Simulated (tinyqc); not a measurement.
X-ray reflectivity of a thin film on silicon: critical angles, Parratt recursion, fringes and roughness: one step, computed by the program tinyqc. Command: `OMP_NUM_THREADS=1 python tinyqc.py 3120159 3120160 out.jsonl xrr walk`. One thread of a shared host (Intel(R) Xeon(R) Processor @ 2.30GHz), about 0.01 s of CPU time with the checks.

n = 1 - delta + i beta; the classical electron radius is r_e = 2.8179403e-6 nm. Layer 0 is vacuum, 1 the film, 2 the substrate.

Task: Fringe period, contrast and decay. Far above the critical angle the period is d theta = lambda/(2 d), or 2 pi/d in q; the envelope runs between (|r_01| - |r_12 p|)^2 and (|r_01| + |r_12 p|)^2; contrast = 2 a b/(a^2 + b^2) with a = |r_01|, b = |r_12 p|; roughness factors on the amplitudes are about exp(-q^2 sigma^2/2).

Inputs (values chosen for the exercise, modelled on ruthenium on silicon, copper K-alpha radiation):
```
quantity                              value  unit
wavelength lambda                   0.15406    nm
film thickness d                       11.9    nm
roughness of the surface sigma_1       0.66    nm
roughness of the interface sigma_2     0.41    nm
```

1000 r_01 = 0.9110843-0.0887842i

1000 r_12 = -3.125438+0.358150i

p = 0.0940879+0.9241845i

q = 4 pi sin(theta)/lambda = 3.358818 1/nm

Give: period in theta; period in q; contrast; roughness factor, surface; roughness factor, interface.

Result:

period in theta = 0.37088 degrees

period in q = 0.52800 1/nm

contrast = 0.57049

roughness factor, surface = 0.085679

roughness factor, interface = 0.38743
